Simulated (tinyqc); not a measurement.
The 3-omega method: a line heater on a substrate with a thin film: one step, computed by the program tinyqc. Command: `OMP_NUM_THREADS=1 python tinyqc.py 3024374 3024375 out.jsonl threeomega walk`. One thread of a shared host (Intel(R) Xeon(R) Processor @ 2.30GHz), about 0.01 s of CPU time with the checks.

A current at angular frequency omega = 2 pi f heats the line at 2 omega with the amplitude P per length; the temperature swing Delta T at 2 omega gives a voltage at 3 omega. The substrate is taken as semi-infinite and isotropic, and the heat capacity of heater and film is left out.

Task: Temperature swing of the bare substrate. Delta T_s = (P/(pi kappa)) int_0^infinity (sin x/x)^2 / sqrt(x^2 + (q b)^2) dx with (q b)^2 = i |q b|^2, averaged over the heater width (12 Gauss-Legendre points on each of the pieces 0, 14 log-spaced edges from 1e-5 to 1, and multiples of pi to 40 pi; the tail adds 1/(4 (40 pi)^2)). For |q| b much below 1: Delta T_s = (P/(pi kappa)) [-ln(|q| b) + eta - i pi/4], eta = 3/2 - C_E = 0.92278, with Euler's C_E = 0.5772157.

Inputs (values chosen for the exercise, modelled on a phase-change telluride on silicon):

| quantity | value | unit |
|---|---|---|
| substrate conductivity kappa | 153 | W/(m K) |
| substrate heat capacity C | 1.67 | 1e6 J/(m^3 K) |
| heater half-width b | 7.9 | micrometre |
| power amplitude per length P | 43 | W/m |
| current frequency f | 550 | Hz |

|q| b = 0.06861608

Give: in-phase Delta T_s; out-of-phase Delta T_s; in-phase, narrow-line form; out-of-phase, narrow-line form.

Result:

in-phase Delta T_s = 0.3223 K

out-of-phase Delta T_s = -0.07000 K

in-phase, narrow-line form = 0.3222 K

out-of-phase, narrow-line form = -0.07026 K

The narrow-line form misses the in-phase part by -0.02 % and the out-of-phase part by +0.4 % at |q| b = 0.069.
